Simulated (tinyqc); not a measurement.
Isotherms: adsorption as a lattice gas: isotherms with interactions, competition, desorption peaks and saturation dose. Computed by tinyqc, a small Python program. Command: `OMP_NUM_THREADS=1 python tinyqc.py 3031146 3031147 out.jsonl adsorb walk`. One thread of a shared host (Intel(R) Xeon(R) Processor @ 2.30GHz), about 0.2 s of CPU time with the checks.

One adsorbate per site; a molecule needs 1 empty site. Gas and surface have the same temperature.

Inputs (values chosen for the exercise, for a model surface):
```
quantity                             value    unit
desorption energy E                   1.47      eV
prefactor nu                       2.3e+12     1/s
pair energy w (positive repels)      0.011      eV
neighbours z                             6       -
site density N_s                        12  1/nm^2
molecular mass M                      63.4       u
sticking coefficient s0             0.0062       -
temperature T                          558       K
pressure p                           0.013      Pa
blocking by a second gas, K_B p_B     0.11       -
```

Adsorption: molecular (first order).

Constants: u = 1.6605390666e-27 kg; k_B = 1.380649e-23 J/K; k_B = 8.617333262e-05 eV/K.

Method. Flux F = p/sqrt(2 pi M k_B T); k_d = nu exp(-E/(k_B T)); s0 F (1 - theta) = N_s k_d theta, so y = s0 F/(N_s k_d), theta = y/(1 + y). With a second gas on the same sites theta = y/(1 + y + K_B p_B). With u = w/(k_B T). Mean field: theta/(1 - theta) = y exp(-z u theta). Quasi-chemical: theta/(1 - theta) = y [(r - 1 + 2 theta)(1 - theta)/((r + 1 - 2 theta) theta)]^(-z/2) exp(-z u/2), r = sqrt(1 - 4 theta (1 - theta)(1 - exp(-u))).

u = 0.228763

Coverage; the first column is ln y - z u/2:
```
ln y - z u/2  no interaction  mean field  quasi-chemical
-5.0                 0.01321     0.01298         0.01300
-3.0                 0.08999     0.08127         0.08191
-2.0                 0.21187     0.17460         0.17636
-1.0                 0.42221     0.32014         0.32223
-0.5                 0.54644     0.40773         0.40903
0.0                  0.66514     0.50000         0.50000
0.5                  0.76608     0.59227         0.59097
1.0                  0.84374     0.67986         0.67777
2.0                  0.93621     0.82540         0.82364
3.0                  0.97555     0.91873         0.91809
5.0                  0.99662     0.98702         0.98700
```

What does the comparison show, and why?

At half coverage the slope d theta/d ln y is 1/4 without interaction, 1/(4 + z u) = 0.186 in mean field and 0.183 in the pair theory, 1/[4 + 2 z (exp(u/2) - 1)]. Repulsion spreads the filling over a wider range of pressure; the two theories differ by at most 0.0021 in these rows.
